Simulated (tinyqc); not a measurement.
## Doping and voltage from widths and field

Question. In the depletion approximation an abrupt p-n junction has a triangular field: peak E = q Nd xn/(eps0 eps_r) = q Na xp/(eps0 eps_r), W = xn + xp, and Vbi - V = E W/2. Find Nd, Na and Vbi - V.

Values chosen for this exercise:

| symbol | value | unit | meaning |
|---|---|---|---|
| eps_r | 13.7 |  | relative permittivity |

Constants: q = 1.602176634e-19 C, eps0 = 8.8541878128e-14 F/cm where lengths are in cm. Results are converted to the units shown.

W = 1158.5012 nm
peak field = 50.007838 kV/cm
xn = 135.21938 nm

Solution. Gauss's law on each side gives its doping from the peak field and its width; the voltage is the area of the triangle.

Nd = 2.800e16 cm^-3
Na = 3.700e15 cm^-3
Vbi - V = 2.897 V

Numbers from tinyqc (`OMP_NUM_THREADS=1 python tinyqc.py 2000090 2000091 out.jsonl`; about 0.03 s on one thread of a shared Intel Xeon 2.30GHz).
